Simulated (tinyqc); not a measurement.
Bandgap voltage reference from two bipolar transistors: effect of the output resistor at T0.

Two transistors of area 1 and N carry the same current I. Is(T) = Is (T/T0)^eta exp[(Vg0 q/kB)(1/T0 - 1/T)], VBE1 = Vt ln(I/Is(T)) + I rb, VBE2 = Vt ln(I/(N Is(T))) + I rb/N. The amplifier forces I R1(T) = VBE1 - VBE2 + Vos, with R(T) = R (1 + tc (T - T0)) for both resistors, and the output is Vref = VBE1 + I R2(T). Base currents and the Early effect are neglected.

Vt = kB T/q; I = (Vt ln N + Vos)/(R1(T) - rb (1 - 1/N)). Box coefficient: span of Vref between 233 and 398 K over its average over T and over 165 K. The last column is the R2 that gives zero slope at T0.

Parameters, values chosen for the exercise; values of the order met in silicon bipolar transistors:

| symbol | value | unit | meaning |
|---|---|---|---|
| T0 | 300 | K | reference temperature |
| Vg0 | 1.164 | V | band-gap voltage extrapolated to 0 K |
| eta | 4 |  | temperature exponent of the saturation current |
| Is | 2.2e-18 | A | saturation current of the unit transistor at T0 |
| N | 8 |  | area ratio of the second transistor |
| R1 | 18 | kohm | resistor across which the difference of VBE falls, at T0 |
| tc | 0 | ppm/K | temperature coefficient of both resistors |
| Vos | 0 | mV | offset of the amplifier |
| rb | 49 | ohm | series resistance of the unit transistor |

Constants: q = 1.602176634e-19 C, kB = 1.380649e-23 J/K. Results are converted to the units shown.

Result of one run:
```
I at T0 (uA)  Vref at T0 (V)  slope at T0 (uV/K)  box coefficient (ppm/K)  R2 for zero slope (kohm)
2.994                  1.268               86.73                    60.51                     173.4
```

Which output resistor at T0 R2 gave this result: 159.5, 176.9, 182.1 or 187.3 kohm?

R2 = 182.1 kohm.

The whole series:
```
R2 (kohm)  I at T0 (uA)  Vref at T0 (V)  slope at T0 (uV/K)  box coefficient (ppm/K)  R2 for zero slope (kohm)
159.5             2.994           1.200              -138.8                    124.3                     173.4
164.7             2.994           1.215              -86.90                    79.89                     173.4
169.9             2.994           1.231              -35.01                    38.75                     173.4
173.4             2.994           1.242            -0.08700                    18.36                     173.4
176.9             2.994           1.252               34.84                    25.03                     173.4
182.1             2.994           1.268               86.73                    60.51                     173.4
187.3             2.994           1.283               138.6                    100.1                     173.4
```

As R2 goes from 159.5 to 187.3, Vref rises from 1.200 to 1.283 V and the box coefficient goes from 124 through a minimum of 18.4 (at R2 = 173.4 among the rows listed) to 100 ppm/K. One per cent in R2 moves the slope by 17.3 uV/K.

tinyqc, about 0.02 s, one thread, Intel Xeon 2.30GHz (shared host): `OMP_NUM_THREADS=1 python tinyqc.py 2062033 2062034 out.jsonl`
